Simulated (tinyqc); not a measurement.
Inside a calculation. Method: tight binding, honeycomb lattice. Computed by tinyqc, a small Python program that keeps every step. Settings: t1 = 2.47, t2 = 0.11, phi = 0, delta = 2.33, points = 6. Command: `OMP_NUM_THREADS=1 python tinyqc.py 31789 31790 out.jsonl` (the two numbers bound the seeds that draw the settings). One thread of a shared host (Intel(R) Xeon(R) Processor @ 2.60GHz), about 0.01 s of CPU time with the checks.

## Bloch Hamiltonian at k

Parameters chosen for this model:
```
parameter     value                        unit
t1         2.470000                 eV, nearest
t2         0.110000       eV, second neighbours
phi               0  rad, phase of t2 (Haldane)
delta      2.330000          eV, +/- on A and B
```

k point k (fractions of the reciprocal vectors): 0.090000  -0.200000

H_AB = -t1 (1 + exp(-i k.a1) + exp(-i k.a2)); H_AA = delta - 2 t2 sum cos(k.b + phi), H_BB = -delta - 2 t2 sum cos(k.b - phi), b = a1, a2 - a1, -a2.

H(k) at k (eV):
```
                     A                    B
A             2.130976  -5.318762-1.025617i
B  -5.318762+1.025617i            -2.529024
```

## Levels at k

Diagonalise the Hermitian matrix.

eigenvalues (eV): -6.095635  5.697587

weights |c|^2 of the basis functions:
```
     band 1    band 2
A  0.302429  0.697571
B  0.697571  0.302429
```

## Bloch Hamiltonian at K

k point K (fractions of the reciprocal vectors): 0.333333  0.666667

As before.

H(k) at K (eV):
```
          A          B
A  2.660000   0.000000
B  0.000000  -2.000000
```

## Levels at K

As before.

eigenvalues (eV): -2.000000  2.660000

weights |c|^2 of the basis functions:
```
     band 1    band 2
A  0.000000  1.000000
B  1.000000  0.000000
```

## Bands along a path

The same steps at evenly spaced points between the labelled ones.

Bands along the path (eV):
```
k             band 1    band 2
G          -8.427689  7.107689
G-K 0.25   -7.630143  6.648041
G-K 0.50   -5.571914  5.351914
G-K 0.75   -3.175556  3.615556
K          -2.000000  2.660000
K-M 0.25   -2.233603  2.855857
K-M 0.50   -2.678247  3.220350
K-M 0.75   -3.040667  3.509631
M          -3.175556  3.615556
M-K' 0.25  -3.040667  3.509631
M-K' 0.50  -2.678247  3.220350
M-K' 0.75  -2.233603  2.855857
K'         -2.000000  2.660000
```

With 1 band(s) filled, the highest filled level on these points lies at K and the lowest empty one at K: a gap of 4.6600 eV, direct.

## Chern number of the lower band

On a 6 x 6 mesh, the phase of the product of overlaps around each plaquette (k1 then k2); the sum over 2 pi is an integer.

plaquette phases (rad):
```
           1          2          3          4          5          6
1   0.000000  -0.031009  -0.099144   0.000000   0.054060   0.021509
2   0.031009   0.000000  -0.099144  -0.292793   0.000000   0.054060
3   0.099144   0.099144   0.000000  -0.292793  -0.292793   0.000000
4   0.000000   0.292793   0.292793   0.000000  -0.099144  -0.099144
5  -0.054060   0.000000   0.292793   0.099144   0.000000  -0.031009
6  -0.021509  -0.054060   0.000000   0.099144   0.031009   0.000000
```

Chern number = 0.000000
